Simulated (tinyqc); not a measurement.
Inside a calculation: band-to-band tunnelling across a p-n junction in a two-band chain. Values are carried at full precision from step to step, so a last printed digit may differ when a step is redone from the rounded ones.

Sites alternate A at -Eg/2 and C at +Eg/2 with hopping -t; near the edges, with k counted from the zone boundary pi/a, E^2 = (Eg/2)^2 + (t a k)^2, so t = sqrt(c Eg/m)/a gives the mass m, c = hbar^2/2m0. In the gap cosh(q a) = 1 + (Eg^2/4 - e^2)/(2 t^2), e the energy from the local mid-gap. The potential is V0 = Eg + ov on the p side (left), 0 on the n side, and falls linearly over the 2N sites of the junction, V_j = V0 (1 - j/(2N + 1)), j = 1 to 2N, site 1 being A. E = Eg/2 + x ov. A half chain that ends on a site of level e1 with neighbour e2 has g = (1 + z)/(E - e1), z = exp(-/+ i k a) the root with Im g < 0, cos(k a) = (E - e1)(E - e2)/(2 t^2) - 1. S_L = t^2 g (ending on C, shifted by V0), S_R = t^2 g (starting on A). T = 4 Im(S_L) Im(S_R) |G_(1,2N)|^2.

Constants: hbar^2/2m0 = 3.80998211 eV angstrom^2.

Values chosen for the exercise (gap and mass near those of GaAs; the results hold for these values, not for the real material):
```
symbol  value   unit      meaning
Eg      1.468   eV        gap
m       0.0739  m0        mass of electron and light hole
a       6       angstrom  period (two sites)
ov      0.48    eV        overlap: top of the valence band on the p side above the conduction edge on the n side
N       5                 periods in the small junction
x       0.58              energy above the n-side conduction edge, as a share of ov
```

## Hopping, field and tunnelling length

Form t, V0, E, the field F = V0/((2N + 1) a/2) (1 V/angstrom = 100 MV/cm) and the length Eg/F over which E lies in the gap.

t = 1.4499 eV
V0 = 1.9480 eV
E = 1.0124 eV
F = 5.903 MV/cm
tunnelling length = 24.87 angstrom

So short a junction keeps the matrix small; its field is above the 1 to 3 MV/cm of tunnel diodes.

## Self-energies of the two sides

Form cos(k a) and S for each side.

cos(k a): left -0.919948, right -0.884367

S_L, S_R (eV): [-0.10080-0.49365i, 0.13920-0.56193i]

## Recursive Green function

g_1 = 1/(E - e_1 - S_L); g_j = 1/(E - e_j - t^2 g_(j-1)), with S_R also subtracted at the last site; G_1j = G_1(j-1) (-t) g_j, G_11 = g_1; e_j is the site level plus V_j. The self-energies stand in the order S_L, S_R.

Sweep:
```
j   e_j (eV)       g_j (1/eV)      G_1j (1/eV)
1     1.0369   0.3058-1.9785i   0.3058-1.9785i
2     2.3278  -0.0927-0.1968i   0.6056-0.1785i
3     0.6827   1.1753-0.9272i  -0.7920+1.1184i
4     1.9736  -0.2203-0.1251i  -0.4559+0.2136i
5     0.3285   0.8283-0.1899i   0.4887-0.3820i
6     1.6195  -0.4139-0.0704i   0.3322-0.1794i
7    -0.0256   0.5209-0.0404i  -0.2404+0.1550i
8     1.2653  -0.7389-0.0465i  -0.2681+0.1498i
9    -0.3798   0.3391-0.0113i   0.1294-0.0780i
10    0.9111  -0.8281-0.6459i   0.2284+0.0275i
```

T = 0.0587

## WKB for the same field

T = exp(-2 I/F), I = integral of q de across the gap. Continuum: q = sqrt(Eg^2/4 - e^2)/(t a), I = pi Eg^2/(8 t a). Lattice: q from the cosh formula, 12 Gauss-Legendre points in u with e = (Eg/2) sin(u), u from -pi/2 to pi/2. F in V/angstrom is the value in MV/cm over 100.

I (eV/angstrom): continuum 0.097277, lattice 0.096516

T by WKB: continuum 0.0370, lattice 0.0380

The chain gives 0.0587, 1.545 times the lattice WKB value; the exponent is only 3.27, and reflections at the two kinks of the potential count.

## Checks

- G_(1,2N) from the sweep against inversion of the whole matrix (size): both 0.23003.

(tinyqc, `OMP_NUM_THREADS=1 python tinyqc.py 1482476 1482477 out.jsonl`, Intel(R) Xeon(R) Processor @ 2.30GHz, 1 thread, shared host, about 0.01 s.)
